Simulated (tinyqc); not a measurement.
MOS structure on a p-type body with a doping step (retrograde), non-linear Poisson equation by Newton steps: one step of the calculation.

One dimension, insulator interface at x = 0, acceptor density N1 for x < x1 and Na beyond, net doping C = -(acceptor density). psi is counted from the intrinsic level: n = ni exp((psi - Vb)/Vt), p = ni exp(-psi/Vt); deep in the body psi_b = -Vt ln(Na/ni). The gate acts through Cox = eps0 eox/tox and has the potential psi_G = Vg - (phiM - chi - Vt ln(Nc/ni)). Boltzmann statistics, full ionisation, classical densities, no oxide or interface charge.

Question. Scales and end potentials. ni = sqrt(Nc Nv) exp(-Eg/(2 Vt)), Eg in volts; Cox, psi_G and psi_b as defined.

Inputs (values chosen for the exercise); band and dielectric values close to those of silicon:

| symbol | value | unit | meaning |
|---|---|---|---|
| T | 400 | K | temperature |
| Eg | 1.14 | eV | band gap |
| Nc | 4.33e19 | cm^-3 | conduction-band density of states at T |
| Nv | 4.03e19 | cm^-3 | valence-band density of states at T |
| chi | 3.97 | eV | electron affinity |
| Na | 1.2e16 | cm^-3 | acceptor density deep in the body |
| eox | 3.9 |  | relative permittivity of the gate insulator (close to silicon dioxide) |
| tox | 2.3 | nm | insulator thickness |
| phiM | 4.53 | eV | gate work function |
| Vg | 0.69 | V | gate voltage against the body |

Constants: q = 1.602176634e-19 C, kB = 1.380649e-23 J/K, Vt = kB T/q, eps0 = 8.8541878128e-14 F/cm where lengths are in cm. Results are converted to the units shown.

Find: ni; Cox; psi_G; psi_b.

Answer.

ni = 2.749e12 cm^-3
Cox = 1.501 uF/cm^2
psi_G = 0.7012 V
psi_b = -0.2889 V

Computed by the program tinyqc: `OMP_NUM_THREADS=1 python tinyqc.py 2080060 2080061 out.jsonl`, one thread of a shared Intel Xeon 2.30GHz, about 0.3 s for the whole run.
